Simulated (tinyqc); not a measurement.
# Worked calculation: floating body of a partially depleted SOI transistor: body voltage and kink

Numbers from tinyqc (`OMP_NUM_THREADS=1 python tinyqc.py 2182131 2182132 out.jsonl`; about 0.2 s on one thread of a shared Intel Xeon 2.30GHz). Printed values are rounded.

Source at 0 V. Channel current Ic = 2 nf K Vt^2 [F(0) - F(Vd)](1 + la Vd), F(V) = ln^2(1 + exp((Vg - VT - nf V)/(2 nf Vt))), VT = VT0 - gb Vb. Saturation voltage Vs = 2 Vt sqrt(F(0)) + 3 Vt, excess Ve = (Vd - Vs + sqrt((Vd - Vs)^2 + 0.0004 V^2))/2, multiplication M1 = Ai Ve exp(-Bl/Ve). Each junction passes D(v) = J1 (exp(v/Vt) - 1) + J2 (exp(v/(2 Vt)) - 1). Bipolar current Ib = bb J1 (exp(Vb/Vt) - 1). The body settles where M1 (Ic + Ib) = D(Vb) + D(Vb - Vd) + Vb/Rb; drain current Id = (1 + M1)(Ic + Ib) - D(Vb - Vd).

Values chosen for this exercise; values of the order met in partially depleted silicon-on-insulator transistors:
```
symbol,value,unit,meaning
T,358,K,temperature
VT0,0.53,V,threshold at zero body voltage
gb,0.13,,fall of the threshold per volt of body voltage
nf,1.32,,slope factor
K,320,uA/(V^2 um),gain factor per width
la,0.07,1/V,channel-length modulation factor
Ai,1.63,1/V,impact-ionisation prefactor
Bl,7.2,V,impact-ionisation voltage
J1,8.2e-11,uA/um,diffusion saturation current of each junction
J2,7.1e-7,uA/um,recombination saturation current of each junction
bb,0.5,,gain of the lateral bipolar transistor on the diffusion current
Rb,20000,kohm um,"resistance of a weak body tie to the source (1e9 stands for no tie, and the term is then dropped)"
Vg,0.96,V,gate voltage
Vd,1.5,V,drain voltage
```

Constants: q = 1.602176634e-19 C, kB = 1.380649e-23 J/K, Vt = kB T/q. Results are converted to the units shown.

Range of the model: The multiplication law is an empirical form chosen for the exercise; self-heating and capacitive coupling to the body are left out, and the linear laws are rough once Vb passes about 0.7 V or M1 about 0.1.

## Starting value

Vb = 0.64 V.

Vb at the start = 0.64 V

## Iteration 1: new Vb

Current into the body I_in = M1 (Ic + Ib) - D(Vb - Vd), current out I_out = D(Vb) + Vb/Rb; f = ln(I_in/I_out), s = df/dVb by central differences over 1e-5 V, Vb(new) = Vb - f/s.

Ic = 35.2967 uA/um
Ve = 1.01865 V
M1 = 0.00141427
I_in = 0.0499790 uA/um
I_out = 0.138547 uA/um
f = -1.01961
s = -22.8684 1/V
Vb after iteration 1 = 0.595414 V

## Iteration 2: new Vb

As before.

Ic = 34.5056 uA/um
Ve = 1.02303 V
M1 = 0.00146401
I_in = 0.0505319 uA/um
I_out = 0.0605530 uA/um
f = -0.180914
s = -14.6060 1/V
Vb after iteration 2 = 0.583028 V

## Course of the iteration

Stop when the step is below 1e-10 V, or after 40 iterations.

Course of the iteration:
```
iteration  Vb before the step (V)   step (V)
1                            0.64    -0.0446
2                        0.595414    -0.0124
3                        0.583028   -1.11e-3
4                        0.581915   -8.51e-6
5                        0.581907  -4.95e-10
6                        0.581907    < 1e-14
```

Converged in 6 iterations.

## Drain current with floating and with grounded body

converged Vb = 0.581907 V

Id and VT at the converged Vb, Id at Vb = 0, their ratio, and the bipolar share Ib/(Ic + Ib).

VT = 0.454352 V
Id, floating = 34.3249 uA/um
Id, grounded = 24.8693 uA/um
ratio = 1.38021
bipolar share = 0.0186066 %

The body rises to 0.582 V and lowers the threshold by 75.6 mV.
